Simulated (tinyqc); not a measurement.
Hot electrons in a saturated n-channel MOSFET, lucky-electron model: one step of the calculation.

Beyond pinch-off the lateral field grows as Esat cosh(y/l) over the velocity-saturated region (pseudo-two-dimensional model). Impact ionisation in this region gives the substrate current, which biases the body forward through Rsub. Currents are per width. Local-field laws: they overstate ionisation when the field peak is narrower than an energy relaxation length.

Problem. Body bias from the substrate current. Cox = 3.9 eps0/tox. Overdrive g = Vg - VT + kb Vb; Vdsat = g Esat L/(g + Esat L); Id = Cox vs (g - Vdsat); dV = Vd - Id Rd - Vdsat; Em = sqrt((dV/l)^2 + Esat^2); Isub = Id (Ai/Bi) l Em exp(-Bi/Em). Vb(new) = Rsub Isub.

Values chosen for this exercise; values close to those of silicon n-channel devices: channel length L = 0.35 um; oxide thickness tox = 8.6 nm; threshold VT = 0.68 V; saturation velocity vs = 8.8e6 cm/s; ionisation prefactor Ai = 2e6 1/cm; ionisation field Bi = 1.77 MV/cm; resistance of the lightly doped drain Rd = 0 ohm um; substrate resistance Rsub = 19000 ohm um; fall of VT per volt of forward body bias kb = 0.47; drain voltage Vd = 2.5 V; gate voltage Vg = 1.3 V.

Constants: eps0 = 8.8541878128e-14 F/cm where lengths are in cm. Results are converted to the units shown.

Vb at the start = 0 V
l = 53.272882 nm
Esat = 0.051764706 MV/cm

Wanted: Vdsat; Id; dV; Em; Isub; Vb after iteration 1.

Solution.

Vdsat = 0.4619 V
Id = 55.85 uA/um
dV = 2.038 V
Em = 0.3861 MV/cm
Isub = 1.325 uA/um
Vb after iteration 1 = 0.02517 V

Computed by the program tinyqc: `OMP_NUM_THREADS=1 python tinyqc.py 2550035 2550036 out.jsonl`, one thread of a shared Intel Xeon 2.30GHz, about 0.01 s for the whole run.
